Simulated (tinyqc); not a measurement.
Straight dislocations in isotropic elasticity: fields, energies, partials, Peierls stress and walls: one step, computed by the program tinyqc. Command: `OMP_NUM_THREADS=1 python tinyqc.py 3005909 3005910 out.jsonl disloc walk`. One thread of a shared host (Intel(R) Xeon(R) Processor @ 2.30GHz), about 0.01 s of CPU time with the checks.

The line runs along z, the glide plane is y = 0, and beta is the angle between b and the line (0 screw, 90 degrees edge): b_e = b sin(beta) along +x with the extra half plane at y > 0, b_s = b cos(beta). Stress is positive in tension.

Question. Peierls-Nabarro core of the undissociated dislocation. Energy factor K = G [cos^2(beta) + sin^2(beta)/(1 - nu)]. Misfit energy gamma(u) = (gamma_us/2)(1 - cos(2 pi u/b)), so the largest restoring stress is tau_max = pi gamma_us/b; u(x) = b/2 + (b/pi) arctan(x/zeta), zeta = K b/(4 pi tau_max). Summing the misfit energy over atomic rows a' apart gives, for a wide core, W_P = (K b^2/pi) exp(-2 pi zeta/a') and sigma_P = (K b/a') exp(-2 pi zeta/a'); a' = b/2 for edge and 30-degree lines, b sqrt(3)/2 for screw and 60-degree lines.

Inputs (values chosen for the exercise, modelled on aluminium): Burgers vector b = 2.863 angstrom; unstable fault energy gamma_us = 259 mJ/m^2.

Character: screw.

energy factor K = 26.9 GPa

Constants: 1 eV/angstrom^3 = 160.2176634 GPa.

Give: tau_max; half width zeta; row spacing a'; Peierls barrier W_P; Peierls stress sigma_P.

Answer.

tau_max = 2.842 GPa

half width zeta = 2.156 angstrom

row spacing a' = 2.479 angstrom

Peierls barrier W_P = 18.55 meV/nm

Peierls stress sigma_P = 131.5 MPa

Caution: real fcc metals have far lower Peierls stresses, since their dislocations are split into partials.
